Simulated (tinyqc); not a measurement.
Inside a calculation. Method: Hubbard chain of 2 sites. Computed by tinyqc, a small Python program that keeps every step. Settings: hopping = 0.78, U = 4.8, mixing = 0.5, iteration cap = 67. Command: `OMP_NUM_THREADS=1 python tinyqc.py 31512 31513 out.jsonl` (the two numbers bound the seeds that draw the settings). One thread of a shared host (Intel(R) Xeon(R) Processor @ 2.60GHz), about 0.1 s of CPU time with the checks. Later iterations appear only in the table of the cycle.

## Mean-field iteration 1

one-body matrix (hopping and site energies) (eV):
```
         1        2
1  -0.5000  -0.7800
2  -0.7800   0.3100
```

U = 4.8000 eV

electrons, up and down: 1  1

mixing = 0.5000

n(up) at the start (a guess, not normalised): 1 0.5000, 2 0.5000

n(down) at the start (a guess): 1 0.5000, 2 0.5000

H(up) = T + U n(down), H(down) = T + U n(up); fill the lowest levels; n(new) = n + mixing (n(out) - n); E = tr T (rho up + rho down) + U sum n_up n_down of the output.

levels, up (eV): 1.4261  3.1839

levels, down (eV): 1.4261  3.1839

energy = 0.9619 eV

n(up) after iteration 1: 1 0.6152, 2 0.3848

n(down) after iteration 1: 1 0.6152, 2 0.3848

## Mean-field iteration 2

As before.

levels, up (eV): 1.5111  3.0989

levels, down (eV): 1.5111  3.0989

energy = 0.9117 eV

n(up) after iteration 2: 1 0.5110, 2 0.4890

n(down) after iteration 2: 1 0.5110, 2 0.4890

## Convergence

Each step fills the lowest levels of T + U n(other spin) and sets n(new) = n + mixing (n(out) - n); stop when output and input agree to 1e-8.

Course of the cycle:
```
iteration    E (eV)  largest |n(out) - n(in)|  mean |n_up - n_down|
1          0.961887                  2.30e-01                0.0000
2          0.911695                  2.08e-01                0.0000
3          0.861304                  1.95e-01                0.0000
4          0.836372                  1.81e-01                0.0000
5          0.805470                  1.72e-01                0.0000
6          0.790801                  1.63e-01                0.0000
7          0.769687                  1.56e-01                0.0000
8          0.760167                  1.49e-01                0.0000
9          0.744715                  1.44e-01                0.0000
10         0.738126                  1.39e-01                0.0000
11         0.726265                  1.35e-01                0.0000
...             ...                       ...                   ...
57         0.633199                  6.98e-02                0.0000
58         0.633145                  6.92e-02                0.0000
59         0.632204                  6.87e-02                0.0000
60         0.632162                  6.82e-02                0.0000
61         0.631269                  6.78e-02                0.0000
62         0.631239                  6.73e-02                0.0000
63         0.630390                  6.69e-02                0.0000
64         0.630369                  6.64e-02                0.0000
65         0.629561                  6.60e-02                0.0000
66         0.629548                  6.55e-02                0.0000
67         0.628778                  6.51e-02                0.0000
```

Not converged within 67 iterations: the residual falls steadily but slowly, by a factor of about 0.99 a step. The lowest mean-field energy found from random starts is -0.45018 eV. Reruns (cap 100 unless said): mixing 0.2: converged in 12 to a higher stationary point (E = 0.59847); mixing 0.9: not converged; the original settings with a cap of 400: not converged.

## The many-body Hamiltonian

Basis: all placements (u, d, 2, 0 on each site), up operators ordered before down ones; hops carry the sign of the same-spin electrons passed.

H (eV), lower triangle:
```
         20       ud       du      02
20   3.8000
ud  -0.7800  -0.1900
du  -0.7800   0.0000  -0.1900
02   0.0000  -0.7800  -0.7800  5.4200
```

## Exact diagonalisation (4 states)

Lowest levels of the sector, and the double occupancy of the lowest state.

lowest levels (eV): -0.6627  -0.1900  4.0382  5.6545

double occupancy per site = 0.0430
